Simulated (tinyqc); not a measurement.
# From one set of inputs to another, one input at a time

Model: crystal pulling from the melt: segregation, interface stability, heat balance and point-defect regime. Computed by tinyqc, a small Python program. Command: `OMP_NUM_THREADS=1 python tinyqc.py 3016921 3016922 out.jsonl pull ladder`. One thread of a shared host (Intel(R) Xeon(R) Processor @ 2.30GHz), about 0.01 s of CPU time with the checks.

A dilute solute; steady pulling with a flat interface unless it is found unstable.

The inputs printed are set A. Inputs not listed in the table keep their values of set A, so the rows need not describe a real material.

Inputs (values chosen for the exercise, for a model semiconductor):
```
quantity                         value          unit
equilibrium coefficient k0      0.0075             -
initial melt concentration C0  2.6e+17        1/cm^3
diffusivity in the melt D      0.00027        cm^2/s
kinematic viscosity nu           0.004        cm^2/s
crystal rotation                     2           rpm
pull rate V                        1.3        mm/min
gradient in the melt G_L            19          K/cm
solid conductivity k_S            22.2       W/(m K)
melt conductivity k_L             55.4       W/(m K)
latent heat per volume L          4240        J/cm^3
melting point T_m                 1685             K
frozen fraction g                 0.41             -
critical ratio xi_c               0.13  mm^2/(min K)
```

Loss from the melt surface: none.

Constants: k_B = 1.380649e-23 J/K.

Method:
- delta = 1.61 D^(1/3) nu^(1/6) omega^(-1/2), omega = 2 pi rpm/60; k_eff = k0/[k0 + (1 - k0) exp(-V delta/D)] (Burton, Prim and Slichter); the melt at the interface is enriched by k_eff/k0.
- Axial profile: C_s = k_eff C0 (1 - g)^(k_eff - 1); bulk melt C_L = C_s/k_eff. Usable fraction: the g at which C_s has changed by 30 % from its first value (0.99 at most).
- k_S G_S = k_L G_L + L V; the largest rate for this G_S, with G_L = 0, is k_S G_S/L. Voronkov: the crystal grows vacancy-rich if V/G_S > xi_c and interstitial-rich if below; at fixed G_L the neutral rate solves V = xi_c G_S(V).
- Liquidus slope per concentration (van 't Hoff): |m| = k_B T_m^2 (1 - k0)/L. Solute gradient at the interface: G_C = (V/D) C_s (1 - k0)/k0. Constitutional supercooling sets in when |m| G_C > G_L. Critical C_s from the equality.

Each row keeps all changes above it:
```
input moved                                from       to  critical C_s (1/cm^3)  V/G_S (mm^2/(min K))  usable fraction
set A                                         -        -             1.9499e+18               0.14640          0.23392
gradient in the melt G_L (K/cm)              19       11             1.1289e+18               0.18887          0.23392
pull rate V (mm/min)                        1.3      1.1             1.3341e+18               0.17610          0.23359
frozen fraction g                          0.41     0.36             1.3341e+18               0.17610          0.23359
initial melt concentration C0 (1/cm^3)  2.6e+17  3.7e+19             1.3341e+18               0.17610          0.23359
kinematic viscosity nu (cm^2/s)           0.004   0.0037             1.3341e+18               0.17610          0.23356
crystal rotation (rpm)                        2       20             1.3341e+18               0.17610          0.23261
diffusivity in the melt D (cm^2/s)      0.00027  0.00033             1.6306e+18               0.17610          0.23257
```

Where does the difference come from?

Critical C_s goes from 1.95e18 to 1.63e18, a factor 0.836 in all. The largest single move comes from gradient in the melt G_L (a factor 0.579), and diffusivity in the melt D works against it (a factor 1.22). V/G_S goes from 0.146 to 0.176, a factor 1.20 in all. The largest single move comes from gradient in the melt G_L (a factor 1.29), and pull rate V works against it (a factor 0.932). Usable fraction goes from 0.234 to 0.233, a factor 0.9942 in all. The largest single move comes from crystal rotation (a factor 0.9959). The single moves hold for this order of the switches; the total does not depend on the order.

Extremes, crossings and ranges named in words are read from the listed rows.
